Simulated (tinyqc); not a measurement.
Inside a calculation. Method: G0W0 on RHF in the 3-21g basis, for H3-, spin multiplicity 1. The basis has no diffuse functions, so it cannot describe the extra electron: this is an exercise in the method, not the real anion. One step of it, computed by the program tinyqc.

Question. Screening: direct RPA. With D = e_a - e_i and K = (ia|jb): diagonalise D^(1/2) (D + 4K) D^(1/2) = Z w^2 Z^T; X + Y = D^(1/2) Z w^(-1/2), each column of Z with its largest component positive (the first on a tie); E_c = (sum w - tr (D + 2K)) / 2.

orbital energies (hartree): MO1 -0.380480, MO2 0.140956, MO3 0.602103, MO4 1.205967, MO5 1.531981, MO6 2.032785

Two-electron integrals over orbitals (pq|rs), unique and non-zero (hartree):
```
(11|11) 0.624999    (21|11) -1.21e-06   (21|21) 0.105092    (22|11) 0.468895
(22|21) 1.07e-06    (22|22) 0.441777    (31|11) 0.047875    (31|21) 1.77e-07
(31|22) -0.011639   (31|31) 0.061949    (32|11) 3.94e-07    (32|21) -0.047205
(32|22) -6.73e-07   (32|31) -1.62e-07   (32|32) 0.046480    (33|11) 0.418812
(33|21) -4.89e-07   (33|22) 0.362145    (33|31) 0.024847    (33|32) 3.83e-07
(33|33) 0.371540    (41|11) -0.142467   (41|21) 8.68e-07    (41|22) -0.064995
(41|31) -0.020090   (41|32) -8.65e-08   (41|33) -0.037811   (41|41) 0.091780
(42|11) 1.33e-06    (42|21) -0.004263   (42|22) 6.39e-07    (42|31) 1.86e-07
(42|32) -0.005999   (42|33) 3.06e-07    (42|41) -1.00e-06   (42|42) 0.024577
(43|11) -0.022190   (43|21) 3.02e-07    (43|22) -0.018322   (43|31) 0.022443
(43|32) -2.26e-07   (43|33) 0.001758    (43|41) 0.024173    (43|42) 9.26e-08
(43|43) 0.040815    (44|11) 0.522906    (44|21) -1.98e-06   (44|22) 0.397905
(44|31) 0.055712    (44|32) 7.35e-07    (44|33) 0.382650    (44|41) -0.099579
(44|42) 1.01e-06    (44|43) -0.000767   (44|44) 0.474769    (51|11) -2.63e-08
(51|21) -0.070640   (51|22) -1.08e-06   (51|31) -2.40e-07   (51|32) 0.021147
(51|33) -6.59e-08   (51|41) -4.46e-07   (51|42) 0.030282    (51|43) 1.01e-07
(51|44) 7.97e-07    (51|51) 0.080316    (52|11) -0.138672   (52|21) -5.65e-07
(52|22) -0.090996   (52|31) 0.000956    (52|32) 1.33e-07    (52|33) -0.045849
(52|41) 0.065877    (52|42) -1.95e-07   (52|43) 0.005133    (52|44) -0.090382
(52|51) 1.34e-06    (52|52) 0.091750    (53|11) -1.28e-07   (53|21) -0.000484
(53|22) -1.31e-07   (53|31) 1.28e-07    (53|32) 0.011142    (53|33) 1.45e-07
(53|41) 2.90e-07    (53|42) -0.009626   (53|43) 1.10e-07    (53|44) 7.19e-08
(53|51) -0.012349   (53|52) -2.39e-07   (53|53) 0.014184    (54|11) -9.60e-07
(54|21) 0.085893    (54|22) 5.44e-07    (54|31) 5.05e-07    (54|32) -0.034399
(54|33) -2.21e-07   (54|41) 8.94e-07    (54|42) -0.009529   (54|43) 3.35e-07
(54|44) -1.56e-06   (54|51) -0.067159   (54|52) -3.42e-07   (54|53) 0.001483
(54|54) 0.081801    (55|11) 0.534715    (55|21) 2.67e-06    (55|22) 0.469510
(55|31) -0.009528   (55|32) -1.24e-06   (55|33) 0.370304    (55|41) -0.113239
(55|42) 6.00e-07    (55|43) -0.018965   (55|44) 0.444690    (55|51) -3.02e-06
(55|52) -0.150139   (55|53) 4.35e-08    (55|54) 2.02e-06    (55|55) 0.563619
(61|11) -0.028252   (61|21) -5.56e-07   (61|22) 0.039198    (61|31) -0.053197
(61|32) 2.93e-07    (61|33) -0.017578   (61|41) 0.024021    (61|42) 2.26e-07
(61|43) 0.011986    (61|44) -0.038810   (61|51) 7.07e-07    (61|52) -0.034935
(61|53) -9.40e-09   (61|54) -1.04e-06   (61|55) 0.063071    (61|61) 0.101372
(62|11) -7.50e-07   (62|21) 0.065174    (62|22) 5.63e-07    (62|31) 2.98e-07
(62|32) -0.025299   (62|33) -1.93e-07   (62|41) 6.83e-07    (62|42) -0.017723
(62|43) 4.65e-08    (62|44) -1.09e-06   (62|51) -0.062054   (62|52) -6.20e-07
(62|53) 0.013129    (62|54) 0.057338    (62|55) 1.81e-06    (62|61) -7.75e-07
(62|62) 0.061668    (63|11) -0.112520   (63|21) 3.28e-07    (63|22) -0.055368
(63|31) -0.028613   (63|32) -4.73e-08   (63|33) -0.043881   (63|41) 0.052811
(63|42) -4.62e-07   (63|43) 0.006423    (63|44) -0.082883   (63|51) 6.58e-08
(63|52) 0.042149    (63|53) 1.01e-07    (63|54) 1.63e-07    (63|55) -0.075598
(63|61) 0.025609    (63|62) 2.16e-07    (63|63) 0.048811    (64|11) 0.047038
(64|21) 8.99e-07    (64|22) -0.020942   (64|31) 0.055820    (64|32) -4.91e-07
(64|33) 0.022437    (64|41) -0.031643   (64|42) -1.47e-07   (64|43) -0.000186
(64|44) 0.057935    (64|51) -1.04e-06   (64|52) 0.019360    (64|53) 6.64e-08
(64|54) 1.41e-06    (64|55) -0.040061   (64|61) -0.087601   (64|62) 1.02e-06
(64|63) -0.031683   (64|64) 0.090235    (65|11) 1.48e-06    (65|21) -0.105766
(65|22) -1.27e-06   (65|31) 7.06e-08    (65|32) 0.052963    (65|33) 5.89e-07
(65|41) -1.24e-06   (65|42) 0.023144    (65|43) -1.77e-07   (65|44) 2.36e-06
(65|51) 0.094538    (65|52) 1.11e-06    (65|53) -0.007060   (65|54) -0.098554
(65|55) -3.60e-06   (65|61) 3.63e-07    (65|62) -0.086983   (65|63) -4.99e-07
(65|64) -8.71e-07   (65|65) 0.145241    (66|11) 0.635904    (66|21) -1.66e-06
(66|22) 0.479387    (66|31) 0.052468    (66|32) 6.06e-07    (66|33) 0.423452
(66|41) -0.169535   (66|42) 1.62e-06    (66|43) -0.030633   (66|44) 0.538558
(66|51) 2.49e-07    (66|52) -0.157741   (66|53) -2.26e-07   (66|54) -1.42e-06
(66|55) 0.565172    (66|61) -0.035787   (66|62) -1.15e-06   (66|63) -0.132885
(66|64) 0.058467    (66|65) 2.22e-06    (66|66) 0.705158
```

Give: D^(1/2) (D + 4K) D^(1/2); excitation energies w; X + Y; RPA correlation energy.

Answer.

D^(1/2) (D + 4K) D^(1/2) (hartree^2), lower triangle:
```
         1>3     1>4      1>5      1>6      2>3      2>4     2>5     2>6
1>3   1.2090
1>4  -0.1003  3.0992
1>5   0.0000  0.0000   4.2719
1>6  -0.3277  0.1880   0.0000   6.8024
2>3   0.0000  0.0000   0.0794   0.0000   0.2984
2>4   0.0000  0.0000   0.1729   0.0000  -0.0168   1.2389
2>5   0.0045  0.3914   0.0000  -0.2560   0.0000   0.0000  2.4455
2>6   0.0000  0.0000  -0.4721   0.0000  -0.0945  -0.1006  0.0000  4.0457
```

excitation energies w (hartree): 0.5425  1.0888  1.1080  1.4972  1.8123  1.9167  2.1585  2.6162

X + Y:
```
           1        2        3        4        5        6        7        8
1>3   0.0000   0.9473   0.0000   0.0186  -0.0290   0.0000   0.0000  -0.0360
1>4   0.0000   0.0582   0.0000  -0.4370   0.8448   0.0000   0.0000   0.0358
1>5  -0.0342   0.0000  -0.0683   0.0000   0.0000   0.6174   0.7381   0.0000
1>6   0.0000   0.0837   0.0000   0.0886  -0.0240   0.0000   0.0000   0.9564
2>3   0.9213   0.0000  -0.0162   0.0000   0.0000  -0.0037   0.0127   0.0000
2>4   0.0331   0.0000   0.9784   0.0000   0.0000   0.0085   0.0405   0.0000
2>5   0.0000  -0.0080   0.0000   0.8698   0.3744   0.0000   0.0000  -0.0393
2>6   0.0439   0.0000   0.0341   0.0000   0.0000   0.7808  -0.5779   0.0000
```

RPA correlation energy = -0.041628 hartree
